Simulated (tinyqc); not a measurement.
Hueckel theory of the pi electrons, for the molecule c1ccc2ccccc2c1 (SMILES; centres numbered as the heavy atoms are written), step by step. One step of it, computed by the program tinyqc.

Task: Energy, charges, bond orders. E = sum n x; q_r = z_r - P_rr; bond order p = P_rs; free valence = sqrt(3) - sum of p over the bonds of the atom.

x values: 2.302776  1.618034  1.302776  1.000000  0.618034  -0.618034  -1.000000  -1.302776  -1.618034  -2.302776

occupations: 2.000000  2.000000  2.000000  2.000000  2.000000  0.000000  0.000000  0.000000  0.000000  0.000000

charge and bond-order matrix P:
```
            1C         2C         3C         4C         5C         6C         7C         8C
1C    1.000000   0.603165   0.000000  -0.240883   0.000000   0.155952   0.000000  -0.169863
2C    0.603165   1.000000   0.724564   0.000000  -0.169863   0.000000   0.155952   0.000000
3C    0.000000   0.724564   1.000000   0.554700   0.000000  -0.169863   0.000000   0.084932
4C   -0.240883   0.000000   0.554700   1.000000   0.554700   0.000000  -0.240883   0.000000
5C    0.000000  -0.169863   0.000000   0.554700   1.000000   0.724564   0.000000  -0.362282
6C    0.155952   0.000000  -0.169863   0.000000   0.724564   1.000000   0.603165   0.000000
7C    0.000000   0.155952   0.000000  -0.240883   0.000000   0.603165   1.000000   0.724564
8C   -0.169863   0.000000   0.084932   0.000000  -0.362282   0.000000   0.724564   1.000000
9C    0.000000  -0.240883   0.000000   0.518233   0.000000  -0.240883   0.000000   0.554700
10C   0.724564   0.000000  -0.362282   0.000000   0.084932   0.000000  -0.169863   0.000000

            9C        10C
1C    0.000000   0.724564
2C   -0.240883   0.000000
3C    0.000000  -0.362282
4C    0.518233   0.000000
5C    0.000000   0.084932
6C   -0.240883   0.000000
7C    0.000000  -0.169863
8C    0.554700   0.000000
9C    1.000000   0.554700
10C   0.554700   1.000000
```

Centres:
```
centre  z_r, pi electrons of the neutral centre         h
1C                                            1  0.000000
2C                                            1  0.000000
3C                                            1  0.000000
4C                                            1  0.000000
5C                                            1  0.000000
6C                                            1  0.000000
7C                                            1  0.000000
8C                                            1  0.000000
9C                                            1  0.000000
10C                                           1  0.000000
```

Bonds:
```
i    j  k
1    2  1
2    3  1
3    4  1
4    5  1
5    6  1
6    7  1
7    8  1
8    9  1
9   10  1
10   1  1
9    4  1
```

Give: pi energy = 10 alpha + this times beta; pi charges; Bond orders and lengths from R = 1.517 - 0.180 p; free valence of the carbons; gap between the highest filled and the next level.

Result:

pi energy = 10 alpha + this times beta = 13.6832

pi charges: 1C 0.0000, 2C 0.0000, 3C 0.0000, 4C 0.0000, 5C 0.0000, 6C 0.0000, 7C 0.0000, 8C 0.0000, 9C 0.0000, 10C 0.0000

Bond orders and lengths from R = 1.517 - 0.180 p (angstrom, C-C alone):
```
bond       p       R
1-2   0.6032  1.4084
2-3   0.7246  1.3866
3-4   0.5547  1.4172
4-5   0.5547  1.4172
5-6   0.7246  1.3866
6-7   0.6032  1.4084
7-8   0.7246  1.3866
8-9   0.5547  1.4172
9-10  0.5547  1.4172
10-1  0.7246  1.3866
9-4   0.5182  1.4237
```

free valence of the carbons: 1C 0.4043, 2C 0.4043, 3C 0.4528, 4C 0.1044, 5C 0.4528, 6C 0.4043, 7C 0.4043, 8C 0.4528, 9C 0.1044, 10C 0.4528

gap between the highest filled and the next level = 1.2361 |beta|
